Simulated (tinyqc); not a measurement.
# Worked calculation: trench capacitor in an array: capacitance, non-linearity, leakage and relaxation

Numbers from tinyqc (`OMP_NUM_THREADS=1 python tinyqc.py 2102186 2102187 out.jsonl`; about 0.01 s on one thread of a shared Intel Xeon 2.30GHz). Printed values are rounded.

A film between two metal electrodes, each interface adding a series capacitance ci. The small-signal permittivity is ek (1 + aq E^2); the field is found with the linear permittivity. Leakage J = J0 sinh(E/Ef). After a voltage step the film passes a relaxation current kr C V tt^(-nr), tt being the time in seconds. The sidewall is a coaxial capacitor with radii a = dm/2 - t and b = dm/2, depth AR dm; the end face is left out.

Inputs (values chosen for the exercise); permittivity of the order of that of silicon nitride: relative permittivity of the film ek = 6.85; film thickness t = 4.2 nm; capacitance of each electrode interface (dead layer and screening) ci = 42 uF/cm^2; quadratic field coefficient of the permittivity aq = 0.0033 cm^2/MV^2; bias V = 1.3 V; leakage prefactor J0 = 4.8e-10 A/cm^2; field for an e-fold rise of the leakage Ef = 0.32 MV/cm; diameter of the hole dm = 38 nm; aspect ratio, depth over diameter AR = 30; pitch of the square array pt = 79 nm; resistivity of the inner electrode rho = 1200 uohm cm.

Constants: eps0 = 8.8541878128e-14 F/cm where lengths are in cm. Results are converted to the units shown.

## Planar capacitance, field and non-linearity

Planar film: Cf = eps0 ek/t, 1/C = 1/Cf + 2/ci, EOT = 3.9 eps0/C, effective permittivity C t/eps0, E = (V/t) C/Cf; quadratic coefficient [C(V)/C - 1]/V^2 with Cf (1 + aq E^2) in C(V).

Cf = 1.44408 uF/cm^2
C = 1.35116 uF/cm^2
EOT = 2.55568 nm
effective permittivity = 6.40926
E = 2.89609 MV/cm
quadratic coefficient = 15296.6 ppm/V^2
J = 2.04501e-6 A/cm^2

The interfaces take 6.43 % of the voltage.

## Cell capacitance, fields and time constant

Per length 1/c = ln(b/a)/(2 pi eps0 ek) + (1/a + 1/b)/(2 pi ci); cell capacitance c AR dm; per footprint over pt^2; fields c V/(2 pi eps0 ek r) at r = a and b; resistance of the inner electrode rho AR dm/(pi a^2); time constant R C/3 of the distributed line.

a = 14.8 nm
b = 19 nm
cell capacitance = 1.62606 fF
capacitance per footprint = 26.0545 uF/cm^2
field at a = 3.28772 MV/cm
field at b = 2.56096 MV/cm
R = 19.8798 kohm
R C/3 = 10.7753 ps

The array gives 19.3 times the planar capacitance per footprint; curvature makes the field at the inner electrode 1.14 times the planar value.
